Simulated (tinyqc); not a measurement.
Straight dislocations in isotropic elasticity: fields, energies, partials, Peierls stress and walls: one step, computed by the program tinyqc.

The line runs along z, the glide plane is y = 0, and beta is the angle between b and the line (0 screw, 90 degrees edge): b_e = b sin(beta) along +x with the extra half plane at y > 0, b_s = b cos(beta). Stress is positive in tension.

Task: Splitting into partials. Shockley partials have b_p = b/sqrt(3) at the angles beta -/+ 30 degrees; their repulsion balances the fault at d = G b_p^2/(8 pi gamma) (2 - nu)/(1 - nu) [1 - 2 nu cos(2 beta)/(2 - nu)].

Inputs (values chosen for the exercise, modelled on aluminium):
```
quantity                     value      unit
shear modulus G               26.2       GPa
Poisson ratio nu             0.361         -
Burgers vector b             2.863  angstrom
stacking-fault energy gamma    164    mJ/m^2
```

Character: 60-degree.

Give: partial Burgers vector b_p; splitting width d; d/b.

Result:

partial Burgers vector b_p = 1.653 angstrom

splitting width d = 0.5436 nm

d/b = 1.899

Narrowly split: the cores nearly overlap. Caution: a splitting under two Burgers vectors is within the cores, where the elastic formula fails.
